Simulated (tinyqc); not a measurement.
Heavy doping: gap narrowing, degeneracy and the minority density, step by step. Values are carried at full precision from step to step, so a last printed digit may differ when a step is redone from the rounded ones.

Empirical narrowing (Slotboom form, constants chosen for the exercise; published fits of this form give the apparent narrowing, here it is taken as the true one): dEg = E0 [ln(N/N0) + sqrt(ln(N/N0)^2 + C)].

Constants: kB = 8.617333262e-05 eV/K; e^2/(4 pi eps0) = 14.39964547 eV angstrom.

Inputs chosen for the exercise (gap and densities of states near those of Si at this temperature; narrowing constants near the fits for Si; shifted at random, so the results belong to these values and not to a real crystal): N = 9.1e+17 1/cm^3 (ionised acceptors, equal to the majority density); E0 = 6.95 meV (narrowing scale); N0 = 1.6e+17 1/cm^3 (onset density); C = 0.5 (smoothing constant); Nv = 8.25e+18 1/cm^3 (valence-band density of states); Eg = 1.154 eV (gap); Nc = 2.24e+19 1/cm^3 (conduction-band density of states); T = 250 K; eps = 12.3 (dielectric constant); Mv = 1 (majority valleys).

## Gap narrowing

Evaluate at N.

ln(N/N0) = 1.7383
dEg (empirical fit) = 25.12 meV

Well above N0 each decade of doping adds 2 E0 ln 10 = 32.0 meV.

## Degeneracy of the majority band

F_j(eta) = (1/Gamma(j + 1)) integral_0^infinity x^j dx/(1 + exp(x - eta)), which tends to exp(eta) for eta << 0.

Majority: N = Nv F_1/2(eta), eta the distance of EF beyond the majority band edge in kT. Degeneracy factor gam = F_1/2(eta)/exp(eta). ni0^2 = Nc Nv exp(-Eg/kT); product n p = ni0^2 gam exp(dEg/kT), dEg the true narrowing; apparent narrowing dEa = dEg + kT ln gam; minority density = n p/N.

Solve for eta and form gam.

N/Nv = 0.1103
eta = -2.1656
gam = 0.9618

## Product and minority density

Combine both effects.

ni0 = 3.17e+07 1/cm^3
exp(dEg/kT) = 3.21
dEa = 24.3 meV
sqrt(n p) = 5.58e+07 1/cm^3
minority density = 0.00342 1/cm^3

Narrowing multiplies the product by 3.21 and degeneracy by 0.962; together they change the minority density by a factor 3.09 against ni0^2/N.

## Two estimates of the size

Two physical estimates, e2 = e^2/(4 pi eps0), N in 1/angstrom^3: exchange shift at the Fermi level, Ex = (e2/eps) kF/pi with kF = (3 pi^2 N/Mv)^(1/3); screened-pair energy (Lanyon-Tuft), Es = (3/4)(e2/eps) qs with qs^2 = (4 pi e2 N/(eps kT)) F_-1/2(eta)/F_1/2(eta).

Evaluate both at N.

kF = 0.02998 1/angstrom
Ex = 11.17 meV
Es = 21.47 meV

Against the fitted dEg = 25.1 meV, Ex is 0.44 and Es 0.85 times as large; each keeps one mechanism only, and Ex assumes a strongly degenerate gas, while here eta is only -2.17.

## Checks

- Minority density against the Boltzmann occupation of the other band at the narrowed gap (1/cm^3): both 0.003417.

Run: tinyqc, `OMP_NUM_THREADS=1 python tinyqc.py 1681509 1681510 out.jsonl`; Intel(R) Xeon(R) Processor @ 2.30GHz, one thread, shared host; about 0.01 s of CPU time with all checks.
